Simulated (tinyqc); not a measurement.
Worked calculation: UHF in the 6-31g basis, for H2, spin multiplicity 1. One step of it, computed by the program tinyqc.

Problem. Iteration 4: diagonalisation and new density. Diagonalise F' = X^T F X, C = X C', fill 1 alpha and 1 beta electrons from the bottom; D(s) = C_occ C_occ^T; the new density keeps 0.5 of the old one (damping). Each column has its largest component positive (the first on a tie).

F(alpha) (hartree):
```
           1H 1s      1H 2s      2H 1s      2H 2s
1H 1s  -0.097845  -0.538897  -0.323539  -0.413605
1H 2s  -0.538897  -0.369734  -0.290365  -0.318837
2H 1s  -0.323539  -0.290365   0.347880  -0.235198
2H 2s  -0.413605  -0.318837  -0.235198  -0.176213
```

F(beta) (hartree):
```
           1H 1s      1H 2s      2H 1s      2H 2s
1H 1s   0.347880  -0.235198  -0.323539  -0.290365
1H 2s  -0.235198  -0.176213  -0.413605  -0.318837
2H 1s  -0.323539  -0.413605  -0.097845  -0.538897
2H 2s  -0.290365  -0.318837  -0.538897  -0.369734
```

X:
```
           1H 1s      1H 2s      2H 1s      2H 2s
1H 1s   1.252994  -0.499937  -0.011797   0.025303
1H 2s  -0.499937   1.594021   0.025303  -0.590623
2H 1s  -0.011797   0.025303   1.252994  -0.499937
2H 2s   0.025303  -0.590623  -0.499937   1.594021
```

D(alpha) after iteration 3:
```
          1H 1s     1H 2s     2H 1s     2H 2s
1H 1s  0.169486  0.220997  0.040706  0.057307
1H 2s  0.220997  0.289816  0.055743  0.073352
2H 1s  0.040706  0.055743  0.014076  0.011533
2H 2s  0.057307  0.073352  0.011533  0.020654
```

D(beta) after iteration 3:
```
          1H 1s     1H 2s     2H 1s     2H 2s
1H 1s  0.014076  0.011533  0.040706  0.055743
1H 2s  0.011533  0.020654  0.057307  0.073352
2H 1s  0.040706  0.057307  0.169486  0.220997
2H 2s  0.055743  0.073352  0.220997  0.289816
```

overlap S:
```
          1H 1s     1H 2s     2H 1s     2H 2s
1H 1s  1.000000  0.658292  0.183925  0.365426
1H 2s  0.658292  1.000000  0.365426  0.696822
2H 1s  0.183925  0.365426  1.000000  0.658292
2H 2s  0.365426  0.696822  0.658292  1.000000
```

Give: F' = X^T F X; orbital energies; coefficients C; F' = X^T F X; orbital energies; coefficients C; D(alpha) after iteration 4; D(beta) after iteration 4.

Solution.

F' = X^T F X (alpha) (hartree):
```
         1        2        3        4
1   0.4172  -0.6531  -0.1726  -0.1436
2  -0.6531   0.1816  -0.0873  -0.1799
3  -0.1726  -0.0873   0.7912  -0.4922
4  -0.1436  -0.1799  -0.4922   0.3048
```

orbital energies (alpha) (hartree): MO1 -0.5247, MO2 0.1576, MO3 0.9360, MO4 1.1261

coefficients C (alpha):
```
          MO1      MO2      MO3      MO4
1H 1s  0.3904  -0.1408   1.1713   0.5259
1H 2s  0.5412  -0.9212  -1.1502  -0.8222
2H 1s  0.1464   0.1836   0.4823  -1.2381
2H 2s  0.1295   1.1953  -0.1608   1.2919
```

F' = X^T F X (beta) (hartree):
```
         1        2        3        4
1   0.7912  -0.4922  -0.1726  -0.0873
2  -0.4922   0.3048  -0.1436  -0.1799
3  -0.1726  -0.1436   0.4172  -0.6531
4  -0.0873  -0.1799  -0.6531   0.1816
```

orbital energies (beta) (hartree): MO1 -0.5247, MO2 0.1576, MO3 0.9360, MO4 1.1261

coefficients C (beta):
```
          MO1      MO2      MO3      MO4
1H 1s  0.1464   0.1836   0.4823  -1.2381
1H 2s  0.1295   1.1953  -0.1608   1.2919
2H 1s  0.3904  -0.1408   1.1713   0.5259
2H 2s  0.5412  -0.9212  -1.1502  -0.8222
```

D(alpha) after iteration 4:
```
        1H 1s   1H 2s   2H 1s   2H 2s
1H 1s  0.1609  0.2161  0.0489  0.0539
1H 2s  0.2161  0.2913  0.0675  0.0717
2H 1s  0.0489  0.0675  0.0177  0.0152
2H 2s  0.0539  0.0717  0.0152  0.0187
```

D(beta) after iteration 4:
```
        1H 1s   1H 2s   2H 1s   2H 2s
1H 1s  0.0177  0.0152  0.0489  0.0675
1H 2s  0.0152  0.0187  0.0539  0.0717
2H 1s  0.0489  0.0539  0.1609  0.2161
2H 2s  0.0675  0.0717  0.2161  0.2913
```
